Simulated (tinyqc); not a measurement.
Single-electron transistor, orthodox theory and master equation: one step of the calculation.

A metal island with n extra electrons joins the left lead (voltage V) and the right lead (0 V) by tunnel junctions and couples to a gate. Cs = CL + CR + Cg. Adding electron n + 1 costs mu(n) = [q (n + 1/2) - CL V - Cg Vg]/Cs (in volts); the Fermi levels are -V (left) and 0 (right). A jump that gains the energy W has the rate G(W) = (W/q)/(R [1 - exp(-W/Vt)]), W in volts, Vt = kB T/q. Sequential tunnelling only; I > 0 flows from left to right.

Task. Charging energy and addition levels. q/Cs, the gate period q/Cg, and mu(n) for the transitions kept.

Values chosen for this exercise: capacitance of the left junction CL = 200 aF; capacitance of the right junction CR = 140 aF; gate capacitance Cg = 18 aF; temperature T = 0.17 K; bias of the left lead V = 1 mV; gate voltage Vg = 4.2 mV; lowest charge state kept n0 = -1; highest charge state kept n1 = 2.

Constants: q = 1.602176634e-19 C, kB = 1.380649e-23 J/K, Vt = kB T/q. Results are converted to the units shown.

Give: q/Cs; q/Cg; kB T/(q^2/Cs); mu(n).

Result.

q/Cs = 0.44754 mV
q/Cg = 8.9010 mV
kB T/(q^2/Cs) = 0.032734
mu(n), n to n + 1, n -1 to 1 (mV): [-0.99360, -0.54606, -0.09853]

Range of the model: Cotunnelling, which dominates deep in the blockade, is left out.

Numbers from tinyqc (`OMP_NUM_THREADS=1 python tinyqc.py 2780019 2780020 out.jsonl`; about 0.01 s on one thread of a shared Intel Xeon 2.30GHz).
